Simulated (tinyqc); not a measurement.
Thresholds of impact ionisation and Auger recombination from band masses, step by step. Values are carried at full precision from step to step, so a last printed digit may differ when a step is redone from the rounded ones.

Parabolic bands, no phonon. At threshold the three slow carriers share one velocity. With M their total mass and m4 the mass of the fast carrier, the fast carrier has the kinetic energy E_T = G M/(M - m4) and the slow ones together E_a = G m4/(M - m4), the activation energy of the Auger rate. CCCH (fast electron): G = Eg, M = 2 me + mh, m4 = me. CHHS (hole into the split-off band): G = Eg - Dso, M = 2 mh + me, m4 = ms; this form holds for Eg > Dso (below, the process needs about Dso - Eg and is marked by a dash). CHHL (hole into the light band): G = Eg, M = 2 mh + me, m4 = ml. CHHH (fast heavy hole): G = Eg, M = 2 mh + me, m4 = mh.

Constants: kB = 8.617333262e-05 eV/K; hbar^2/2m0 = 3.80998211 eV angstrom^2.

Values chosen for the exercise (near those of CdTe, gap at low temperature and not tied to T; not measured data): Eg = 1.624 eV (gap at Gamma to the s-like level); Dso = 0.887 eV (spin-orbit splitting); me = 0.0988 m0 (electron mass at Gamma); mh = 0.6 m0 (heavy-hole mass); ms = 0.3 m0 (split-off mass); ml = 0.1144 m0 (light-hole mass); T = 300 K (temperature).

## Thresholds of four processes

Give G, M, m4, E_T, E_a and E_a/kT.

Results:
```
process  G (eV)       M      m4  E_T (eV)  E_a (eV)  E_a/kT
CCCH     1.6240  0.7976  0.0988    1.8536    0.2296    8.88
CHHS     0.7370  1.2988  0.3000    0.9584    0.2214    8.56
CHHL     1.6240  1.2988  0.1144    1.7809    0.1569    6.07
CHHH     1.6240  1.2988  0.6000    3.0184    1.3944   53.94
```

The lowest activation energy is that of CHHL (157 meV), then CHHS (221 meV). At equal G a light fast carrier takes up the energy with little momentum, so little is asked of the slow ones; CHHH asks 0.86 Eg. For equal masses E_T would be 3/2 Eg; for electrons here it is 1.141 Eg.

## Momenta at the CCCH threshold

At the threshold of the parabolic CCCH process the fast electron has E_T = Eg M/(M - me), M = 2 me + mh, and the slow carriers E_a = E_T - Eg together. It has k4 = sqrt(me E_T/c), c = hbar^2/2m0; the slow carriers share k4 in proportion to their masses. Give the wave vectors and kinetic energies, and check that they add up to E_a.

k4 = 0.21924 1/angstrom

electron, electron, hole (1/angstrom): 0.02716  0.02716  0.16493

their kinetic energies (meV): 28.44  28.44  172.73

sum = 229.61 meV

The hole carries 75 % of the momentum and of the energy of the slow carriers.

## Non-parabolicity raises the threshold

Non-parabolic fast electron: E (1 + alpha E) = c k^2/me with alpha = (1 - me)^2/Eg; the slow carriers stay parabolic, so E_T = Eg + me E_T (1 + alpha E_T)/M, M = 2 me + mh (the root between Eg and 1.9 Eg).

Give alpha, E_T, E_a = E_T - Eg and k4.

alpha = 0.5001 1/eV
E_T = 2.1940 eV
E_a = 0.5700 eV
k4 = 0.34542 1/angstrom

E_a is 2.48 times the parabolic value, since an electron at E_T above the edge has 1 + alpha E_T = 2.10 times the squared momentum, and E_T itself is 1.18 times higher. In the real crystal the L valleys lie below this energy, so the fast electron may not stay in the Gamma valley.

## Temperature dependence

For non-degenerate carriers at fixed densities the Auger coefficient goes as exp(-E_a/kT), up to slowly varying powers of T. Give exp(-E_a/kT) for the parabolic and the non-parabolic CCCH value, and the characteristic temperature T0 = kT^2/E_a of each.

Boltzmann factors: 0.0001389  2.662e-10

T0 (K): 34  14

Non-parabolicity lowers the factor by 5.2e+05 times; direct CCCH is then negligible, and processes with lower thresholds, or assisted by phonons or defects, take over.

## Checks

- Largest energy that an electron at k4 can give to a pair, by numerical search, against Eg (eV): both 1.6240.

Program tinyqc; command `OMP_NUM_THREADS=1 python tinyqc.py 1850136 1850137 out.jsonl`; about 0.01 s on one thread of a shared Intel(R) Xeon(R) Processor @ 2.30GHz.
